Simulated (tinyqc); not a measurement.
Resistance of a source-drain extension with a graded tip: one step of the calculation.

y runs along the channel, the gate covers y > 0. The doping is N0 for y < y0 and N0 10^(-(y - y0)/la) beyond, uniform over the depth xj. Sheet conductance s(y) = q mu(N) max(N - Nch, 0) xj + (for y > 0) ma Cox Vo, with mu(N) = u0 + (u1 - u0)/(1 + (N/Nr)^au) and Cox = eps0 eox/tox. Current is taken as one-dimensional; depletion of the tip, spreading and the contact are left out. The metallurgical junction lies at yj, where N = Nch.

Question. Resistance of the overlapped part. Midpoint rule on 9 equal steps from 0 to yj: R_ov = sum h/s(y), per width.

Values chosen for this exercise; mobility law close to that of holes in silicon: relative permittivity of the gate insulator (close to silicon nitride) eox = 7.37; insulator thickness tox = 3 nm; active doping of the extension far from the gate N0 = 8.8e19 cm^-3; lateral abruptness la = 6.5 nm/decade; position under the gate where the fall begins (gate edge at 0) y0 = 0.1 nm; depth of the extension xj = 27 nm; channel doping Nch = 1.2e18 cm^-3; gate overdrive Vo = 0.4 V; mobility of the gate-induced layer ma = 48 cm^2/(V s); mobility at low doping u1 = 470.5 cm^2/(V s); mobility at high doping u0 = 44.9 cm^2/(V s); reference doping Nr = 2.23e17 cm^-3; exponent au = 0.719.

Constants: q = 1.602176634e-19 C, eps0 = 8.8541878128e-14 F/cm where lengths are in cm. Results are converted to the units shown.

Wanted: y; N; doped conductance; sheet resistance; R_ov.

Answer.

```
point   y (nm)  N (cm^-3)  doped conductance (uS)  sheet resistance (ohm/square)
0      0.67914  7.1678e19                  1570.2                         620.38
1       2.0374  4.4302e19                  1010.0                         950.77
2       3.3957  2.7381e19                  655.59                         1434.0
3       4.7540  1.6923e19                  428.67                         2125.7
4       6.1122  1.0460e19                  280.69                         3101.3
5       7.4705  6.4649e18                  181.35                         4482.0
6       8.8288  3.9957e18                  111.72                         6515.2
7       10.187  2.4696e18                  59.891                         9837.2
8       11.545  1.5264e18                  18.389                          16624
```

R_ov = 62.061 ohm um

Numbers from tinyqc (`OMP_NUM_THREADS=1 python tinyqc.py 2282297 2282298 out.jsonl`; about 0.05 s on one thread of a shared Intel Xeon 2.30GHz).
